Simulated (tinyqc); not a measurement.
Beam energy: resolution against speed: sputter depth profiling of a dopant layer: erosion rate, quantification and the mixing-roughness response. Computed by tinyqc, a small Python program. Command: `OMP_NUM_THREADS=1 python tinyqc.py 3022584 3022585 out.jsonl sims walk`. One thread of a shared host (Intel(R) Xeon(R) Processor @ 2.30GHz), about 0.05 s of CPU time with the checks.

A rastered ion beam erodes silicon (49.94 atoms per nm^3). The measured profile is the true one convolved with a depth response.

Inputs (values chosen for the exercise, modelled on a dopant in silicon under an oxygen or caesium beam): beam energy E = 1.1 keV; beam current = 410 nA; raster side = 400 um; sputter yield at 1 keV = 0.91; mixing length at 1 keV = 1.5 nm; roughness sigma = 0.43 nm; depth of the top edge z0 = 32 nm; box width b = 14 nm; box concentration C = 1.6e+20 1/cm^3; relative sensitivity factor RSF = 6.7e+20 1/cm^3; matrix count rate = 2.3e+06 1/s; background count rate = 1.2 1/s; counting time per point = 0.5 s; level that defines the junction C_B = 1e+16 1/cm^3.

True profile: box.

Constants: e = 1.602176634e-19 C.

Method:
- Scaling chosen for the exercise: yield Y = Y1 E^0.5, mixing length w = w1 E^0.5 (E in keV).
- Erosion rate = Y I/(e x raster^2 x density); depth step = rate x counting time; concentration = RSF x counts/matrix counts; detection limit = RSF x 3 sqrt(background x time)/(matrix rate x time).
- Mixing alone turns a layer at z0 into (1/w) exp(-(z - z0 + w)/w) for z > z0 - w; roughness adds a Gaussian of width sigma. With x = z - z0 + w: g(x) = (1/(2w)) exp(sigma^2/(2 w^2) - x/w) erfc((sigma/w - x/sigma)/sqrt2), and its integral G(x) = (1/2) erfc(-x/(sigma sqrt2)) - w g(x). Measured: C [G(x) - G(x - b)].
- Width = full width at half maximum; the apparent junction is the deep point where the profile falls to C_B; time to profile to twice z0 = 2 z0/erosion rate, at fixed current.

erosion rate = 0.305663 nm/s

Measured values:
```
E (keV)  w (nm)  peak (1/cm^3)  width (nm)  apparent junction (nm)  time (min)
0.15     0.5809     1.5999e+20      14.000                  51.202      9.4501
0.25     0.7500     1.6000e+20      14.000                  52.634      7.3200
0.50     1.0607     1.6000e+20      14.000                  55.294      5.1760
1.00     1.5000     1.5996e+20      14.001                  59.082      3.6600
2.00     2.1213     1.5958e+20      14.008                  64.454      2.5880
4.00     3.0000     1.5781e+20      14.054                  72.044      1.8300
8.00     4.2426     1.5267e+20      14.230                  82.690      1.2940
```

What follows from these numbers?

From the highest to the lowest energy the width goes from 14.2 to 14.0 nm, towards the floor set by roughness and the box width 14 nm, and the junction error from 36.7 to 5.20 nm, at 7.3 times the time. Extrapolating the tail slope to zero energy separates mixing from real diffusion. Caution: the surface transient, segregation under the beam and the growth of roughness with depth are left out, and real yields fall faster near the sputter threshold.

Extremes, crossings and ranges named in words are read from the listed rows.
